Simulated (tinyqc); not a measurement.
Permittivity and interlayer from two capacitances.

Problem. A two-layer stack has Cox = eps0/(t1/e1 + t2/e2) and EOT = 3.9 eps0/Cox. Find e2, the EOT of layer 1 and, with e1 given, t1.

Inputs (values chosen for the exercise):
```
symbol,value,unit,meaning
e1,3.76,,relative permittivity of layer 1
```

Constants: eps0 = 8.8541878128e-14 F/cm where lengths are in cm. Results are converted to the units shown.

Cox at t2 = 2.1 and 7.6 nm (uF/cm^2): [2.2653556, 0.88845831]

Solution. EOT is linear in t2 with slope 3.9/e2, and its intercept is the EOT of layer 1.

e2 = 9.08
EOT of layer 1 = 0.622 nm
t1 = 0.600 nm

Program tinyqc, `OMP_NUM_THREADS=1 python tinyqc.py 2010037 2010038 out.jsonl`; Intel Xeon 2.30GHz, shared host, one thread, about 0.01 s.
